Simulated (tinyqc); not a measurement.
# Inputs raised by 10 %, one at a time

Model: decay of LO phonons and the hot-phonon bottleneck in the cooling of electrons. Computed by tinyqc, a small Python program. Command: `OMP_NUM_THREADS=1 python tinyqc.py 3026233 3026234 out.jsonl hotphonon sens`. One thread of a shared host (Intel(R) Xeon(R) Processor @ 2.30GHz), about 0.01 s of CPU time with the checks.

n(E, T) = 1/(exp(E/(k_B T)) - 1) is the Bose occupation. Electrons have a temperature T_e; the LO modes within their reach share one occupation N; the decay products stay at the lattice temperature.

Inputs (values chosen for the exercise, modelled on indium phosphide): LO energy hbar omega = 42.9 meV; lifetime at T = 0, tau_0 = 12 ps; weight b of the three-phonon channel = 0.13; lattice temperature T = 250 K; electron mass m* = 0.0769 m_0; eps_inf = 9.43; static dielectric constant eps_s = 12.1; electron density n = 5.2e+18 1/cm^3; density of LO modes that the electrons reach, N_m = 4.8e+19 1/cm^3; power supplied per electron P = 0.27 nW.

Decay channel: two equal phonons plus a three-phonon channel.

Constants: k_B = 8.617333262e-05 eV/K; c = 299792458 m/s; e^2/(4 pi eps_0) = 14.39964548 eV angstrom; hbar^2/(2 m_0) = 3.80998212 eV angstrom^2; hbar = 6.582119569e-16 eV s; e = 1.602176634e-19 C.

Method:
- Decay rate 1/tau = (1/tau_0) [1 + 2 n_2 + b (1 + 3 n_3 + 3 n_3^2)]/(1 + b), n_2 = n(hbar omega/2), n_3 = n(hbar omega/3).
- Full width Gamma = 1/(2 pi c tau) in 1/cm, c in cm/s.
- Froehlich coupling alpha = (e^2/(4 pi eps_0)) (1/eps_inf - 1/eps_s) k_0/(2 hbar omega), k_0 = sqrt(m* hbar omega/(hbar^2/(2 m_0))); emission time tau_sp = hbar/(2 alpha hbar omega); bottleneck ratio r = (n/N_m) tau/tau_sp.
- Net emission per electron: [(N + 1) x - N]/tau_sp with x = exp(-hbar omega/(k_B T_e)), a simple two-level balance; steady state of the modes: n [(N + 1) x - N]/tau_sp = N_m (N - N_0)/tau; power per electron P = hbar omega [(N + 1) x - N]/tau_sp.
- With p = P tau_sp/(hbar omega): N = N_0 + r p and x = (p + N)/(N + 1); without hot phonons N = N_0. The mode temperature T_LO solves n(hbar omega, T_LO) = N.

Runs; columns: (1) input moved; (2) from; (3) to; (4) electron temperature T_e (K); (5) mode temperature T_LO (K); (6) LO occupation N; (7) T_e without hot phonons (K):
```
(1)                                                             (2)       (3)     (4)     (5)      (6)     (7)
base run                                                          -         -  264.40  262.36  0.17638  252.07
LO energy hbar omega (meV)                                     42.9     47.19  266.59  264.59  0.14446  252.05
lattice temperature T (K)                                       250       275  287.54  285.52  0.21196  277.03
electron mass m* (m_0)                                       0.0769   0.08459  264.31  262.36  0.17638  251.97
static dielectric constant eps_s                               12.1     13.31  263.91  262.36  0.17638  251.57
electron density n (1/cm^3)                                 5.2e+18  5.72e+18  265.62  263.57  0.17821  252.07
density of LO modes that the electrons reach, N_m (1/cm^3)  4.8e+19  5.28e+19  263.30  261.25  0.17472  252.07
power supplied per electron P (nW)                             0.27     0.297  265.82  263.57  0.17821  252.28
```

Exponents ln(y'/y) / ln(x'/x):
```
input                                              electron temperature T_e  mode temperature T_LO  LO occupation N  T_e without hot phonons
LO energy hbar omega                                                  0.086                  0.089           -2.095                   -0.001
lattice temperature T                                                 0.880                  0.888            1.928                    0.990
electron mass m*                                                     -0.004                  0.000            0.000                   -0.004
static dielectric constant eps_s                                     -0.020                  0.000            0.000                   -0.021
electron density n                                                    0.048                  0.049            0.108                    0.000
density of LO modes that the electrons reach, N_m                    -0.044                 -0.044           -0.099                    0.000
power supplied per electron P                                         0.056                  0.049            0.108                    0.009
```

Among the inputs moved here: electron temperature T_e answers most in size to lattice temperature T (exponent +0.880), next to LO energy hbar omega (+0.086). Mode temperature T_LO answers most in size to lattice temperature T (exponent +0.888), next to LO energy hbar omega (+0.089); its exponent is below 0.0005 for electron mass m*, static dielectric constant eps_s. LO occupation N answers most in size to LO energy hbar omega (exponent -2.095), next to lattice temperature T (+1.928); its exponent is below 0.0005 for electron mass m*, static dielectric constant eps_s. T_e without hot phonons answers most in size to lattice temperature T (exponent +0.990), next to static dielectric constant eps_s (-0.021); its exponent is below 0.0005 for electron density n, density of LO modes that the electrons reach, N_m. Its exponent 0.000 in electron density n: without hot phonons each electron cools on its own.

Caution (all rows): the electrons are degenerate; Pauli blocking and the Fermi energy, left out here, matter.
